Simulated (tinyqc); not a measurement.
# Error from band bending against W

In A the levels shift by pb (1 - z/W)^2 for z < W. The signal from depth z is weighted by exp(-z/le)/le, so the centroid shifts by pb [1 - 2/a + (2/a^2)(1 - exp(-a))], a = W/le, and the error of iA against its value at the interface is that less pb.

Parameters, values chosen for the exercise:

| symbol | value | unit | meaning |
|---|---|---|---|
| pb | -0.26 | V | band bending in A at the interface |
| le | 1.6 | nm | escape depth |

Error from band bending against W:
```
W (nm),a,centroid shift (eV),error (meV)
2.8,1.750,-0.1031,156.9
5,3.125,-0.1445,115.5
8.6,5.375,-0.1812,78.83
15,9.375,-0.2104,49.55
26,16.25,-0.2300,30.03
45,28.12,-0.2422,17.83
79,49.38,-0.2497,10.32
140,87.50,-0.2541,5.875
240,150.0,-0.2566,3.444
```

The size of the error falls from 157 to 3.44 meV; for large a it is 2 |pb|/a. It is below 50 meV, a typical accuracy of the method, in 6 of the 9 rows. Heavily doped substrates and deep-probing photons need the correction.

Computed by the program tinyqc: `OMP_NUM_THREADS=1 python tinyqc.py 2410004 2410005 out.jsonl`, one thread of a shared Intel Xeon 2.30GHz, about 0.01 s for the whole run.
